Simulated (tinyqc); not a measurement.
# Input admittance of a MOSFET at zero drain bias: distributed channel and distributed gate: two studies

Source and drain grounded, strong inversion, w = 2 pi f, Cox = eps0 eox/tox. The channel is an RC line of resistance 1/(mu Cox Vo) per square fed from both ends, so one finger has the intrinsic admittance y = i w Cox L tanh(g)/g per width, g = (1/2) sqrt(i w tau), tau = L^2/(mu Vo). The vertical resistance rv/L is in series with y, the overlaps 2 i w Cov in parallel: y_t = 1/(1/y + rv/L) + 2 i w Cov. The gate strip is a line of Rsh/L per length loaded by y_t, so a finger has Y = y_t Wf tanh(k)/k, k = (Wf/sd) sqrt(y_t Rsh/L); the device has Nf Y.

Inputs (values chosen for the exercise); values of the order met in silicon radio-frequency transistors: relative permittivity of the gate insulator (close to aluminium oxide) eox = 9.12; insulator thickness tox = 12 nm; channel length L = 0.78 um; finger width Wf = 8.7 um; number of fingers Nf = 64; channel mobility mu = 210 cm^2/(V s); gate overdrive Vo = 0.51 V; sheet resistance of the gate Rsh = 5.4 ohm/square; vertical resistivity of the gate stack rv = 3.3 ohm um^2; number of ends at which a finger is contacted sd = 1; overlap and fringe capacitance on each side Cov = 0.25 fF/um; frequency f = 34 GHz.

Constants: eps0 = 8.8541878128e-14 F/cm where lengths are in cm. Results are converted to the units shown.

Each table varies one quantity; the others keep the values above.

## Input impedance against frequency

Low-frequency limits, with c = Cox L and ct = c + 2 Cov: R_strip = Rsh Wf/(3 sd^2 L Nf), R_ch = (c/ct)^2 L/(12 mu Cox Vo Wf Nf), R_vert = (c/ct)^2 rv/(L Wf Nf), C = ct Wf Nf. Z = 1/(Nf Y) = R + 1/(i w C), Q = |Im Z|/R, far-point signal |1/cosh k|.

The same in every row: low-frequency R (ohm) = 1.670.

Input impedance against frequency:
```
f (GHz)   w tau      |k|  R (ohm)  C (fF)       Q  signal at the far point
0.3      0.1071  0.07535    1.670    3201   99.23                    1.000
0.8      0.2855   0.1230    1.670    3200   37.22                   0.9998
2        0.7139   0.1943    1.670    3198   14.90                   0.9989
4         1.428   0.2738    1.668    3189   7.480                   0.9955
10        3.569   0.4229    1.658    3127   3.071                   0.9752
20        7.139   0.5593    1.622    2933   1.673                   0.9300
60        21.42   0.7452    1.359    1984  0.9834                   0.8391
100       35.69   0.8412    1.104    1482  0.9732                   0.8040
300       107.1    1.178   0.6429   876.9  0.9411                   0.6796
```

R falls from 1.67 to 0.643 ohm and C falls from 3200 to 877 fF. Q goes as f^(-1.00) between the first two rows and f^(-0.03) between the last two, where w tau = 107 and |k| = 1.18. The low-frequency limits hold both R and C within 5 % up to f = 10 GHz among the rows.

## Dividing a fixed width into fingers

Total width Wf Nf = 560 um; each finger also has a contact resistance Rc at each contacted end, which adds Rc/(sd Nf). The resistances are low-frequency limits, good while |k| is below about 1; the far-point signal is |1/cosh k| at f, without Rc.

The same in every row: R_ch + R_vert (ohm) = 1.349.

Dividing a fixed width into fingers:
```
Nf   Wf (um)  R_strip (ohm)  Rc/(sd Nf) for Rc = 30 ohm (ohm)  sum (ohm)  signal at the far point
1      560.0           1292                             30.00       1324                1.281e-16
2      280.0          323.1                             15.00      339.4                 1.600e-8
4      140.0          80.77                             7.500      89.62                 1.789e-4
8      70.00          20.19                             3.750      25.29                  0.01892
16     35.00          5.048                             1.875      8.272                   0.1959
32     17.50          1.262                            0.9375      3.548                   0.6018
64     8.750         0.3155                            0.4688      2.133                   0.8812
128    4.375        0.07888                            0.2344      1.662                   0.9696
```

Read the table: what changes, and by how much?

R_strip falls as 1/Nf^2, from 1290 to 0.0789 ohm, the contact term as 1/Nf, and R_ch + R_vert stays at 1.35 ohm since the total width is fixed. The sum is within a factor 1.5 of that floor from Nf = 128 on. More fingers add wiring capacitance, which is left out.

tinyqc, about 0.01 s, one thread, Intel Xeon 2.30GHz (shared host): `OMP_NUM_THREADS=1 python tinyqc.py 2262077 2262078 out.jsonl`
